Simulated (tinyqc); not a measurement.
Hall effect and magnetoresistance of several carrier groups with constant relaxation times: one step, computed by the program tinyqc. Command: `OMP_NUM_THREADS=1 python tinyqc.py 3001036 3001037 out.jsonl hall2 walk`. One thread of a shared host (Intel(R) Xeon(R) Processor @ 2.30GHz), about 0.01 s of CPU time with the checks.

Group 1 has charge -e and group 2 charge +e; s_i is that sign. B lies along z; mu B is formed with mu in m^2/(V s).

Problem. Limits of weak and strong field. Weak field: R_H(0) = sum s_i n_i mu_i^2/(e (sum n_i mu_i)^2); MR = c B^2 with c = n1 n2 mu1 mu2 (s1 mu1 - s2 mu2)^2/(n1 mu1 + n2 mu2)^2. Strong field: R_H = 1/(e sum s_i n_i); rho_xx saturates at (n1/mu1 + n2/mu2)/(e (sum s_i n_i)^2).

Inputs (values chosen for the exercise, for a model conductor):
```
quantity            value        unit
density n1        3.7e+12      1/cm^2
mobility mu1        31000  cm^2/(V s)
density n2        5.1e+11      1/cm^2
mobility mu2         1000  cm^2/(V s)
magnetic field B      9.6           T
```

Carriers: electrons and holes. Densities: per area (a thin layer).

Constants: e = 1.602176634e-19 C.

Give: R_H at weak field; coefficient c; R_H at strong field; saturation MR.

Solution.

R_H at weak field = -1.6718e+06 cm^2/C

coefficient c = 0.045129 1/T^2

R_H at strong field = -1.9566e+06 cm^2/C

saturation MR = 612.53 %

R_H keeps its sign, and its size changes by a factor 1.17 from weak to strong field. Caution: mu B is well above 1, where Landau quantisation, left out here, shows at low temperature.
